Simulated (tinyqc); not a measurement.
# Worked calculation: a discretised effective-mass wire between two leads, recursive Green functions

Computed by the program tinyqc: `OMP_NUM_THREADS=1 python tinyqc.py 2660035 2660036 out.jsonl`, one thread of a shared Intel Xeon 2.30GHz, about 0.01 s for the whole run. Printed values are rounded.

Finite differences on a grid of step a give a chain with hopping -t, t = C/(m a^2), C = hbar^2/(2 m0), and site energies 2 t + U_i for the N = 5 sites of the device; the semi-infinite leads have site energy 2 t. Each slice is one site, and V = -t couples neighbouring slices.

Parameters, values chosen for the exercise:
- m = 0.027 m0 (effective mass)
- a = 0.82 nm (grid step)
- U = [1.4, 0, 0, 0, 1.4] eV (potential on the sites 1 to N)
- E = 0.633 eV (energy above the band bottom of the leads)

Constants: q = 1.602176634e-19 C, hbar = 1.054571817e-34 J s, h = 6.62607015e-34 J s, m0 = 9.1093837015e-31 kg, hbar^2/(2 m0) = 0.0380998212 eV nm^2. Results are converted to the units shown.

## Self-energy of the leads

Sigma = t^2 g(E - 2 t), g(x) = (x - i sqrt(4 t^2 - x^2))/(2 t^2) for |x| < 2 t and (x - sign(x) sqrt(x^2 - 4 t^2))/(2 t^2) otherwise; Gamma = i (Sigma - Sigma^dagger); both leads give the same.

t = 2.098609 eV
Sigma = -1.782109-1.108263i eV
Gamma = 2.216526 eV
open modes = 1

## Forward pass

Forward pass: g_1 = (E - H_1 - Sigma)^(-1), g_i = (E - H_i - V g_(i-1) V^dagger)^(-1), with Sigma also subtracted on the last slice; G_(i,1) = g_i V G_(i-1,1), starting from g_1. H_i is the block of slice i, its site energy.

```
site             g_i (1/eV)  G_(i,1) of the forward pass (1/eV)
1     -0.2802617-0.0976094i               -0.2802617-0.0976094i
2     -0.4150724-0.0765845i               -0.2284409-0.1300690i
3     -0.5550316-0.1078273i               -0.2366537-0.2031968i
4     -0.7569062-0.3209997i               -0.2390284-0.4821904i
5      0.0237219-0.3950869i                0.4116994-0.1741815i
```

## Transmission

G_(N,1) = 0.4116994-0.1741815i 1/eV

T(E) = Tr[Gamma G_(N,1) Gamma G_(N,1)^dagger]. Conductance (2 q^2/h) T(E).

T(E) = 0.9817899
conductance = 76.06998 uS

Inverting the whole matrix gives the same value.

## Backward pass

Backward pass: G_NN = g_N, G_ii = g_i + g_i V^dagger G_(i+1,i+1) V g_i; local density of states -Im G_ii/pi on each site.

```
site         G_ii (1/eV)  local density of states (1/eV)
1     0.023722-0.395087i                       0.1257601
2     0.137719-1.087811i                       0.3462610
3     0.198213-1.455408i                       0.4632707
4     0.137719-1.087811i                       0.3462610
5     0.023722-0.395087i                       0.1257601
```

A site of an infinite clean chain has 1/(pi sqrt(4 t^2 - x^2)) = 0.144 1/eV at this energy (x counted from the band centre); the device goes from 0.126 (site 5) to 0.463 (site 3).

## States fed from the left, and the bond current

The full first column follows backwards from c_N = G_(N,1): c_i = G_(i,1)(forward) + g_i V^dagger c_(i+1). The density of states fed by the left lead is Gamma |c_i|^2/(2 pi), and the current on bond i is 2 t Gamma Im(c_(i+1) conj(c_i)) in units of T(E).

```
site            c_i (1/eV)  density fed from the left (1/eV)
1     0.0237219-0.3950869i                         0.0552638
2     0.3038324-0.6115954i                         0.1645194
3     0.4922984-0.6436294i                         0.2316354
4     0.5322733-0.4815265i                         0.1817415
5     0.4116994-0.1741815i                         0.0704962
```

bond current, bond 1 to 4: [0.9817899, 0.9817899, 0.9817899, 0.9817899]

The bond current is the same on every bond and equals T(E): the current is conserved.
